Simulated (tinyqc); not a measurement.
Valley splitting of a silicon quantum well in envelope theory: sweeps and comparisons. A value that a table varies takes the place of the one given here.

The well lies at 0 < z < L; U(z) = V0 [1/(1 + exp(z/w)) + 1/(1 + exp((L - z)/w))] - e F z, 1 mV/nm = 1e-4 eV/angstrom. The envelope psi solves -(c/ml) psi'' + U psi = E psi, c = hbar^2/2m0, by three-point differences on a grid of 0.1 angstrom from -40 to L + 40 angstrom. The two valleys at +/- k0 couple through D = C0 times the integral of exp(-i q z) U(z) psi^2, q = 2 k0 (2 pi/a), and split by Ev = 2|D|.

Random alloy: with Y(z) = Yw + (Yb - Yw) B(z), B the bracket in U, and in-plane density exp(-r^2/ad^2)/(pi ad^2), D gains a random complex part of variance sigma^2 = (C0^2/pi)(a^2 V0/(8 ad (Yb - Yw)))^2 (4/a) times the integral of psi^4 Y (1 - Y). Alone it gives a mean splitting sqrt(pi) sigma; together with the smooth part the rms splitting is 2 sqrt(|D|^2 + sigma^2).

Constants: hbar^2/2m0 = 3.80998211 eV angstrom^2.

Inputs chosen for the exercise (near those of a strained Si well in SiGe; shifted at random, so the results belong to these values and not to a real crystal):
```
symbol  value                                           unit      meaning
L       32                                              angstrom  well width
V0      0.2                                             eV        conduction offset
ml      0.925                                           m0        mass along z
F       8.5                                             mV/nm     field pressing towards the upper interface
k0      0.836                                           2 pi/a    valley position
a       5.431                                           angstrom  lattice constant
C0      0.243                                                     Bloch overlap factor
Yb      0.29                                                      Ge share of the barrier
Yw      0                                                         Ge share of the well
ad      190                                             angstrom  dot radius
ws      (0.2, 0.7, 0.9, 1.3, 1.9, 2.7, 4.7)             angstrom  interface widths
Ls      (32, 33.4, 34.7, 36.1, 37.4, 38.8, 40.1, 41.5)  angstrom  widths in steps of one atomic layer, a/4, rounded to the grid
F2      0                                               mV/nm     second field, zero or weak
w1      0.6                                             angstrom  interface width for this table
w       1.2                                             angstrom  interface width parameter
```

## Sharpness of the interface

The smooth part 2|D| and the disorder part against w, beside y/sinh(y) with y = pi q w. The 12 to 88 % width of the step is 4w.

Results:
```
w (angstrom),4w (angstrom),2|D| (micro-eV),y/sinh(y),sqrt(pi) sigma (micro-eV)
0.2,0.8,349.63,0.79,13.4
0.7,2.8,74.85,0.12,16.9
0.9,3.6,30.35,0.046,18.9
1.3,5.2,3.80,0.0059,24.0
1.9,7.6,0.09,0.00022,33.8
2.7,10.8,0.00,2.5e-06,50.1
4.7,18.8,0.00,2.3e-11,94.2
```

The smooth part needs a Fourier component of U psi^2 at a wavelength of 3.25 angstrom; from the first row to the third it falls by a factor 11.5, while y/sinh(y) falls by 17.1 (the envelope near the step and the phase between the two interfaces change too). The disorder part goes from 13.4 to 94.2 micro-eV, growing as the electron overlaps more alloy. It takes over between w = 0.9 and 1.3 angstrom, that is a step 3.6 to 5.2 angstrom wide, with 1.36 angstrom to an atomic layer.

## Adding atomic layers

The smooth splitting Ev = 2|D| with w = w1, at the field F2 and at F.

Results:
```
L (angstrom),q L mod 2 pi,Ev at F2 (micro-eV),Ev at F (micro-eV)
32.0,5.35,106,112
33.4,1.78,13.7,43.8
34.7,4.29,92.1,98.8
36.1,0.72,33.4,52.7
37.4,3.23,59.0,70.3
38.8,5.94,57.8,69.0
40.1,2.17,20.7,45.8
41.5,4.88,60.5,70.2
```

At F2 the splitting swings between 13.7 and 106 micro-eV, a ratio of 7.78, as the two interfaces add with the phase q L, which advances on average by 2.63 rad a layer. At F the ratio is 2.57, where in the first row psi^2 at the upper interface is 2.08 times that at the lower one: the field unbalances the two contributions, which fills in the minima.

## What each parameter does

Orbital spacing, psi^2 at z = L, the smooth splitting and sigma; V0 is held fixed when Yw changes. Each row changes one parameter from the base and keeps the others.

Results:
```
case,E2 - E1 (meV),psi^2(L) (1e-3/angstrom),2|D| (micro-eV),sigma (micro-eV)
base,71.73,7.464,6.58,12.8
ad = 230 angstrom,71.73,7.464,6.58,10.5
Yw = 0.03,71.73,7.464,6.58,58.9
L = 38 angstrom,56.62,5.689,3.55,9.3
V0 = 0.25 eV,77.21,6.092,6.62,14.0
w = 1.56 angstrom,72.98,7.234,0.83,15.8
F = 12.75 mV/nm,72.28,8.732,7.00,13.9
k0 = 0.816 2 pi/a,71.73,7.464,4.46,12.8
C0 = 0.292,71.73,7.464,7.91,15.3
```

The largest shifts from the base row, up to three for each result and ties (the steps differ in size, so this ranks the rows, not the parameters). E2 - E1 (meV): L -15.11, V0 +5.48, w +1.25; unchanged at the printed digits by ad, Yw, k0 and C0. psi^2(L) (1e-3/angstrom): L -1.774, V0 -1.371, F +1.268; unchanged at the printed digits by ad, Yw, k0 and C0. 2|D| (micro-eV): w -5.75, L -3.03, k0 -2.12; unchanged at the printed digits by ad and Yw. sigma (micro-eV): Yw +46.1, L -3.4, w +3.0; unchanged at the printed digits by k0.

tinyqc: `OMP_NUM_THREADS=1 python tinyqc.py 1280313 1280314 out.jsonl`; about 0.1 s, one thread, shared Intel(R) Xeon(R) Processor @ 2.30GHz.
